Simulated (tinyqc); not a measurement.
Carrier lifetime from Shockley-Read-Hall, radiative, Auger and surface recombination. From one set of inputs to another, one input at a time. Computed by tinyqc, a small Python program. Command: `OMP_NUM_THREADS=1 python tinyqc.py 3022138 3022139 out.jsonl lifetime ladder`. One thread of a shared host (Intel(R) Xeon(R) Processor @ 2.30GHz), about 0.03 s of CPU time with the checks.

Energies are counted from the top of the valence band. Boltzmann statistics, full ionisation, and equal excess densities of electrons and holes.

The inputs printed are set A. Inputs not listed in the table keep their values of set A, so the rows need not describe a real material.

Inputs (values chosen for the exercise, with bands modelled on silicon): gap E_g = 1.11 eV; electron mass m_e = 0.333 m_0; valleys M_c = 6; hole mass m_h = 0.839 m_0; temperature T = 250 K; doping N = 4.6e+15 cm^-3; trap level E_t = 0.662 eV; trap density N_t = 7.8e+13 cm^-3; electron cross-section sigma_n = 9.2e-14 cm^2; hole cross-section sigma_p = 3.1e-15 cm^2; radiative coefficient B = 1.6e-14 cm^3/s; Auger coefficient C_n = 9.3e-32 cm^6/s; Auger coefficient C_p = 2.6e-31 cm^6/s; excess density dn = 7.8e+14 cm^-3; generation rate G = 4.2e+20 cm^-3 s^-1; diffusion coefficient D = 31 cm^2/s; surface velocity S = 270 cm/s; thickness W = 12 micrometre.

Doping: p-type. Surface term: two equal surfaces.

Constants: m_0 = 9.1093837015e-31 kg; k_B = 1.380649e-23 J/K; h = 6.62607015e-34 J s; k_B = 8.617333262e-05 eV/K.

Method:
- N_c = 2 M_c (2 pi m_e k_B T/h^2)^(3/2) and N_v = 2 (2 pi m_h k_B T/h^2)^(3/2), masses in units of m_0.
- n_i = sqrt(N_c N_v) exp(-E_g/2 k_B T); majority density N/2 + sqrt(N^2/4 + n_i^2), minority density n_i^2 over it.
- v = sqrt(3 k_B T/m) with m_e or m_h; tau_n0 = 1/(sigma_n v_n N_t), tau_p0 = 1/(sigma_p v_p N_t); n1 = N_c exp(-(E_g - E_t)/k_B T), p1 = N_v exp(-E_t/k_B T).
- The slowest diffusion mode has x tan x = S W/(2 D) with 0 < x < pi/2 (bisection), and tau_s = W^2/(4 x^2 D). The common approximation is W/(2 S) + W^2/(pi^2 D).
- With n = n_0 + dn, p = p_0 + dn and U/dn = 1/tau: (n p - n_i^2)/dn = n_0 + p_0 + dn = s; 1/tau_SRH = s/[tau_p0 (n + n1) + tau_n0 (p + p1)]; 1/tau_rad = B s; 1/tau_Aug = (C_n n + C_p p) s; the rates add, with 1/tau_s.
- Radiative efficiency = tau_eff/tau_rad; effective diffusion length = sqrt(D tau_eff).
- dn solves dn/tau_eff(dn) = G (60 bisections in ln dn between 1e-2 and 1e22 cm^-3); the splitting of the quasi-Fermi levels is k_B T ln(n p/n_i^2).

Each row keeps all changes above it; columns: (1) input moved; (2) from; (3) to; (4) tau_SRH at dn (s); (5) quasi-Fermi splitting under G (eV); (6) effective diffusion length at dn (micrometre):
```
(1)                                    (2)      (3)         (4)      (5)     (6)
set A                                    -        -  5.9056e-08  0.59746  13.354
thickness W (micrometre)                12       20  5.9056e-08  0.59749  13.424
temperature T (K)                      250      400  5.1959e-08  0.25748  12.604
diffusion coefficient D (cm^2/s)        31       46  5.1959e-08  0.25748  15.353
Auger coefficient C_n (cm^6/s)     9.3e-32  7.2e-32  5.1959e-08  0.25748  15.353
hole cross-section sigma_p (cm^2)  3.1e-15  1.9e-14  1.3468e-08  0.23769   7.857
doping N (cm^-3)                   4.6e+15  2.3e+15  1.9072e-08  0.21863   9.342
trap level E_t (eV)                  0.662    0.107  2.5962e-06  0.40892  83.821
```

Where does the difference come from?

tau_SRH at dn goes from 5.91e-8 to 2.60e-6, a factor 44.0 in all. The largest single move comes from trap level E_t (a factor 136), and hole cross-section sigma_p works against it (a factor 0.259). quasi-Fermi splitting under G goes from 0.597 to 0.409, a factor 0.684 in all. The largest single move comes from temperature T (a factor 0.431), and trap level E_t works against it (a factor 1.87). Effective diffusion length at dn goes from 13.4 to 83.8, a factor 6.28 in all. The largest single move comes from trap level E_t (a factor 8.97), and hole cross-section sigma_p works against it (a factor 0.512). The single moves hold for this order of the switches; the total does not depend on the order.

Caution (rows doping N, trap level E_t): beyond low injection D should be the ambipolar coefficient.

Extremes, crossings and ranges named in words are read from the listed rows.
